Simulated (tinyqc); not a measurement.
Nanowire ballistic transistor, top-of-the-barrier model: two steps of the calculation.

At the top of the source barrier, states moving towards the drain are filled by the source (Fermi level 0) and states moving back by the drain (Fermi level -q Vd); nothing scatters. U is the shift of the band edge there, set by the capacitances CG, CD and CS (the total) and by the charge. Parabolic one-dimensional subband; the source is grounded.

Inputs (values chosen for the exercise); mass and valleys close to those of gallium nitride: temperature T = 350 K; effective mass m = 0.195 m0; valley degeneracy gv = 1; relative permittivity of the gate insulator eox = 7.5; insulator thickness tox = 3.7 nm; wire diameter d = 2 nm; gate control CG/CS aG = 0.92; drain control CD/CS aD = 0.049; band edge at the barrier top above the source Fermi level at zero bias E0 = 0.34 eV; gate voltage Vg = 0.5 V; drain voltage Vd = 0.1 V.

Constants: q = 1.602176634e-19 C, kB = 1.380649e-23 J/K, hbar = 1.054571817e-34 J s, m0 = 9.1093837015e-31 kg, Vt = kB T/q, eps0 = 8.8541878128e-14 F/cm where lengths are in cm. Results are converted to the units shown.

Problem 1. Density of states, capacitances and charge at zero bias. N0 = gv sqrt(2 m kB T/pi)/hbar, CG = 2 pi eps0 eox/ln(1 + 2 tox/d), CS = CG/aG, n0 = n at U = 0 and Vd = 0. eta1 = -(E0 + U)/Vt, eta2 = eta1 - Vd/Vt, n = (N0/2)[F_(-1/2)(eta1) + F_(-1/2)(eta2)], F_(-1/2)(x) = (1/sqrt(pi)) int_0^infinity u^(-1/2)/(1 + exp(u - x)) du. UL = -(aG Vg + aD Vd).

Find: N0; CG; CS; n0; UL.

Solution 1.

N0 = 2.2167e6 cm^-1
CG = 2.6961 pF/cm
CS = 2.9306 pF/cm
n0 = 28.178 cm^-1
UL = -0.46490 eV

Problem 2. Self-consistent potential at the barrier top. U(out) = UL + q (n - n0)/CS. Newton step: U(new) = U + (U(out) - U)/(1 + CQ/CS), CQ = (q/Vt) dn/d(eta1) with both F' summed; F' = dF_(-1/2)/dx.

U at the start (U = UL) = -0.4649 eV
N0 = 2.2166717e6 cm^-1
CS = 2.9305817 pF/cm
n0 = 28.178180 cm^-1
UL = -0.4649 eV

Find: eta1; eta2; n; U(out); CQ; U after iteration 1.

Solution 2.

eta1 = 4.141
eta2 = 0.8256
n = 3.523e6 cm^-1
U(out) = -0.2723 eV
CQ = 4.378 pF/cm
U after iteration 1 = -0.3877 eV

Numbers from tinyqc (`OMP_NUM_THREADS=1 python tinyqc.py 2400152 2400153 out.jsonl`; about 0.06 s on one thread of a shared Intel Xeon 2.30GHz).
